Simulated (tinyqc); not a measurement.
# The weight eta from points of equal mobility

Inverse problem. If the mobility depends on E = q (Ndep + eta Ns)/(eps0 eps_r) alone, two points of equal mobility on its falling branch have equal E. Find eta and E.

Parameters, values chosen for the exercise:
- eps_r = 11.6 (relative permittivity of the semiconductor)

Constants: q = 1.602176634e-19 C, eps0 = 8.8541878128e-14 F/cm where lengths are in cm. Results are converted to the units shown.

Ndep at two body biases (cm^-2): [1.2448126e12, 2.1509602e12]
Ns at which the mobility is the same (cm^-2): [7e12, 4.2540982e12]

Solution. eta is the ratio of the differences of Ndep and Ns.

eta = 0.3300
E = 0.5545 MV/cm

Numbers from tinyqc (`OMP_NUM_THREADS=1 python tinyqc.py 2510055 2510056 out.jsonl`; about 0.01 s on one thread of a shared Intel Xeon 2.30GHz).
